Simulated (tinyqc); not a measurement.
# Electron mobility of a polar semiconductor by Rode's iterative solution of the Boltzmann equation, step by step

A worked calculation. Computed by tinyqc, a small Python program that keeps every step. Command: `OMP_NUM_THREADS=1 python tinyqc.py 3005394 3005395 out.jsonl rode walk`. One thread of a shared host (Intel(R) Xeon(R) Processor @ 2.30GHz), about 0.01 s of CPU time with the checks. Intermediate numbers are printed to about 7 digits and carried at full precision; extremes and crossings named in words are read from the listed rows.

The distribution is f(E) + e F l(E) (-df/dE) cos(theta) for a weak field F, theta counted from the force; l(E) is a mean free path. Elastic processes enter by their momentum rate, polar optical phonons by out- and in-scattering terms. One valley only: where upper valleys lie close, measured mobilities are lower. The density n is prescribed, even where a narrow-gap material would have more intrinsic carriers.

Inputs (values chosen for the exercise, modelled on CdTe):
```
quantity                               value    unit
effective mass m                      0.0938     m_0
non-parabolicity alpha                   0.5    1/eV
static permittivity eps_s               10.2       -
high-frequency permittivity eps_inf      7.1       -
density rho                             5850  kg/m^3
sound velocity v_l                      3370     m/s
acoustic deformation potential D_A       6.4      eV
optical phonon energy hbar w            21.4     meV
electron density n                   1.6e+15  1/cm^3
compensation ratio C                       0       -
temperature T                            350       K
grid points per phonon energy s            8       -
iteration cap                            200       -
```

Band: Kane. Elastic processes: acoustic, impurity.

Constants: k_B = 8.617333262e-05 eV/K; m_0 = 9.1093837015e-31 kg; e = 1.602176634e-19 C; hbar = 1.054571817e-34 J s; eps_0 = 8.8541878128e-12 F/m; k_B = 1.380649e-23 J/K; hbar = 6.582119569e-16 eV s.

## Fermi level and screening

Kane band: hbar^2 k^2/(2 m) = E (1 + alpha E), speed v = hbar k/(m (1 + 2 alpha E)), states per spin, volume and energy g(E) = m k (1 + 2 alpha E)/(2 pi^2 hbar^2); overlap factors are set to 1. Masses are multiplied by m_0 and all formulas are in SI units. The reduced Fermi level eta = E_F/(k_B T) solves n = 2 Z int g f dE with f = 1/(1 + exp(x - eta)) (Z = 1 unless valleys are given); screening length L_s = sqrt(eps_s eps_0 k_B T/(e^2 dn/deta)), dn/deta = 2 Z int g f (1 - f) dE. Integrals over x = E/(k_B T) use 160 Gauss-Legendre points in u = sqrt(x) from 0 to sqrt(max(eta, 0) + 32). N_I = n (1 + C)/(1 - C).

reduced Fermi level eta = -6.396861

screening length L_s = 103.1108 nm

ionised impurity density N_I = 1.60e+15 1/cm^3

## Rates on one ladder of the grid

Phonon occupation N_q = 1/(exp(hbar w/(k_B T)) - 1). Acoustic deformation potential (elastic, equipartition, absorption and emission together): 1/tau = 2 pi k_B T D_A^2 g(E)/(hbar rho v_l^2). Singly charged impurities, momentum relaxation: 1/tau = N_I e^4 m (1 + 2 alpha E) Phi/(8 pi (eps_s eps_0)^2 hbar^3 k^3), with alpha = 0 for a parabolic band. Brooks-Herring: Phi = ln(1 + b) - b/(1 + b), b = 4 k^2 L_s^2. Polar optical, unscreened: W = e^2 w (1/eps_inf - 1/eps_s) m (1 + 2 alpha E') ln|(k + k')/(k - k')| / (4 pi eps_0 hbar^2 k), times N_q for absorption (E' = E + hbar w) and N_q + 1 for emission (E' = E - hbar w > 0), with alpha = 0 for a parabolic band; mean cosine of the angle <cos> = (k^2 + k'^2)/(2 k k') - 1/ln|(k + k')/(k - k')|. Energy grid E_j = (j + 1/2) hbar w/s, j = 0, 1, ..., up to (max(eta, 0) + 18) k_B T, so that E_j +/- hbar w are grid points; l = 0 beyond the grid; integrals are sums times the spacing. With f' = f(E'): out-scattering S_o = sum over absorption and emission of W (1 - f')/(1 - f); nu = sum of elastic rates; the in-scattering weights are c+ = W_abs <cos> (1 - f')/(1 - f) for E' = E + hbar w and c- likewise for emission.

Points j = s/2, s/2 + s, ... (the first seven rungs, or as many as the grid holds), rates in 1e12/s:
```
E (meV)    v (m/s)        nu       S_o        c+        c-
12.0375   210571.1  0.762697  19.68380   8.06355   0.00000
33.4375   345507.4  0.645027  41.43014   9.93722   9.57074
54.8375   435763.9  0.755517  44.97110  10.37789  15.36640
76.2375   506202.2  0.880146  44.92251  10.49081  17.44288
97.6375   564577.9  1.004336  44.28205  10.49491  18.38211
119.0375  614576.4  1.126458  43.55311  10.45810  18.85701
140.4375  658310.2  1.246771  42.85853  10.40622  19.11069
```

Points one phonon energy apart are coupled only to each other, so the grid falls into s independent ladders.

## The first two iterations on one ladder of the grid

Iteration: l_new(E) = [v(E) + c+ l(E + hbar w) + c- l(E - hbar w)]/(nu + S_o), from l = 0.

l after iteration 1 (nm): 10.29864  8.21167  9.52977  11.05181  12.46684  13.75520  14.92588

l after iteration 2 (all rungs but the last shown) (nm): 13.53710  12.80500  14.79756  17.53645  20.14056  22.51051

In-scattering lengthens l on the lowest rung by 31.4 % and on the second by 55.9 % in this step.

## The whole iteration

mu = e sum g v l f (1 - f) / (3 k_B T sum g f) over the grid; stop when mu changes by less than 1e-8 of itself.

Course of the iteration:
```
iteration  mu (cm^2/(V s))  relative change
1                 434.1063     1.000000e+00
2                 668.3344     3.504654e-01
3                 801.6925     1.663456e-01
4                 877.5424     8.643445e-02
5                 921.7490     4.795952e-02
6                 947.5209     2.719931e-02
7                 962.7895     1.585868e-02
...                    ...              ...
32                985.6367     1.083805e-07
33                985.6367     6.936244e-08
34                985.6368     4.442609e-08
35                985.6368     2.850114e-08
36                985.6368     1.829800e-08
37                985.6369     1.176495e-08
38                985.6369     7.569584e-09
```

mobility mu = 985.6369 cm^2/(V s)

iterations = 38

Converged in 38 iterations; mu rises at every step, from 434.1 to 985.6, since each step returns more of the forward-scattered current.

## Approximations against the iterative solution

Self-energy RTA: l = v/(nu + S_o), the first iteration. Momentum RTA: l = v/(nu + S_o - c+ v(E + hbar w)/v - c- v(E - hbar w)/v), listed only where the denominator is positive on the whole grid. The polar-only value solves the same system with nu = 0; the elastic value takes l = v/nu.

Mobilities:
```
method                              mu (cm^2/(V s))  deviation (%)
iterative solution                           985.64          0.000
self-energy RTA                              434.11        -55.957
momentum RTA                                1043.81          5.903
polar phonons alone, exact                  1043.39          5.859
elastic processes alone                    20782.10       2008.494
Matthiessen's rule on the last two           993.51          0.798
```

self-energy RTA mobility = 434.1063 cm^2/(V s)

polar-phonon mobility = 1043.387 cm^2/(V s)

elastic mobility = 20782.10 cm^2/(V s)

error of the self-energy RTA = -55.95677 %

The self-energy RTA is 56.0 % low: it counts every polar event as a full loss of current, though forward events keep part of it. Here hbar w/k_B T = 0.71. Matthiessen's rule is 0.8 % high. The momentum RTA deviates by +5.9 %.

Checks made by the program: iterated mobility against a direct solution of the banded linear system (relative difference 1e-08).
